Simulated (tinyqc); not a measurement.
Perpendicular magnetic tunnel junction: magnetoresistance, thermal stability and spin-torque switching: one step of the calculation.

A circular free layer treated as one macrospin with its easy axis out of plane. mu0 = 1.25663706212e-6 H/m, gyromagnetic ratio q/m0 (g = 2). Magnetic parameters are taken as given at T.

Task. Retention of the array. A bit flips thermally at the rate exp(-Delta)/t0; the chance that any of N bits flips in ten years (3.15576e8 s) is 1 - exp[-N (time/t0) exp(-Delta)]. The Delta needed for a chance of 1e-4 follows by inversion.

Parameters, values chosen for the exercise: attempt time t0 = 1 ns; bits N = 1.07e9.

Delta = 54.783687

Give: mean life of one bit; expected flips in ten years; Delta needed.

Result.

mean life of one bit = 1.964e7 years
expected flips in ten years = 544.8
Delta needed = 70.29

Delta falls short of the need by 15.5.

Program tinyqc, `OMP_NUM_THREADS=1 python tinyqc.py 2450138 2450139 out.jsonl`; Intel Xeon 2.30GHz, shared host, one thread, about 0.01 s.
